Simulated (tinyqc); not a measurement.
Thermoelectric coefficients with energy filtering, Landauer integrals: effect of the barrier height.

Bulk parabolic band, x = (E - Ec)/kB T, C = hbar^2/(2 m0), kB T in eV. Modes per area gv m kB T x/(4 pi C) times the back-scattering length l0 x^rr give the transport function s0 X(x), s0 = (2 q^2/h) gv m kB T l0/(4 pi C), X = x^(1 + rr), multiplied by tb for x < xb. I_k = int X (x - eta)^k w dx, w = 1/(4 cosh^2((x - eta)/2)).

sigma = s0 I_0, S = -(kB/q) I_1/I_0, Lorenz number L = (kB/q)^2 [I_2/I_0 - (I_1/I_0)^2], kappa_e = L sigma T. Power factor S^2 sigma, ZT = S^2 sigma T/(kappa_e + kL). The integrals are converged.

Values chosen for this exercise:

| symbol | value | unit | meaning |
|---|---|---|---|
| T | 300 | K | temperature |
| m | 0.89 | m0 | mass of one valley |
| gv | 1 |  | valleys |
| l0 | 0.34 | nm | back-scattering length at x = 1 |
| rr | 2 |  | energy exponent of that length |
| kL | 2.8 | W/(m K) | lattice thermal conductivity |
| eta | 2.1 |  | reduced Fermi level (EF - Ec)/kB T |
| tb | 0.1 |  | share of the transport function left below the barrier |

Constants: q = 1.602176634e-19 C, kB = 1.380649e-23 J/K, hbar = 1.054571817e-34 J s, h = 6.62607015e-34 J s, m0 = 9.1093837015e-31 kg, Vt = kB T/q, hbar^2/(2 m0) = 0.0380998212 eV nm^2. Results are converted to the units shown.

Result of one run:

| xb | sigma (S/cm) | S (uV/K) | kappa_e (W/(m K)) | power factor (mW/(m K^2)) | ZT |
|---|---|---|---|---|---|
| 5.3 | 161.1 | -373.7 | 0.1219 | 2.249 | 0.2310 |

What becomes of these results when the barrier height over kB T, above Ec xb is changed from 5.3 to 6.1, all else the same?

Result of the changed run:

| xb | sigma (S/cm) | S (uV/K) | kappa_e (W/(m K)) | power factor (mW/(m K^2)) | ZT |
|---|---|---|---|---|---|
| 6.1 | 117.3 | -398.1 | 0.1137 | 1.859 | 0.1914 |

The whole series:

| xb | sigma (S/cm) | S (uV/K) | kappa_e (W/(m K)) | power factor (mW/(m K^2)) | ZT |
|---|---|---|---|---|---|
| 0 | 388.8 | -237.2 | 0.3220 | 2.188 | 0.2103 |
| 0.8 | 388.6 | -237.4 | 0.3213 | 2.190 | 0.2105 |
| 1.5 | 385.8 | -239.6 | 0.3133 | 2.215 | 0.2135 |
| 2.3 | 369.8 | -250.5 | 0.2818 | 2.320 | 0.2258 |
| 3 | 335.4 | -270.9 | 0.2360 | 2.462 | 0.2433 |
| 3.8 | 275.9 | -304.9 | 0.1815 | 2.565 | 0.2581 |
| 4.6 | 210.9 | -343.2 | 0.1414 | 2.484 | 0.2534 |
| 5.3 | 161.1 | -373.7 | 0.1219 | 2.249 | 0.2310 |
| 6.1 | 117.3 | -398.1 | 0.1137 | 1.859 | 0.1914 |

sigma falls from 389 to 117 S/cm, |S| rises from 237 to 398 uV/K, and the power factor goes from 2.19 through a maximum of 2.57 (at xb = 3.8 among the rows listed) to 1.86 mW/(m K^2). Without a barrier the power factor at this eta = 2.1 is 2.19; the best row is 1.17 times that. States below the Fermi level add to sigma but subtract from |S|, and the barrier removes them.

Range of the model: Parabolic bands, elastic scattering and a fixed kL make these model figures, not those of a material.

Computed by the program tinyqc: `OMP_NUM_THREADS=1 python tinyqc.py 2800015 2800016 out.jsonl`, one thread of a shared Intel Xeon 2.30GHz, about 0.01 s for the whole run.
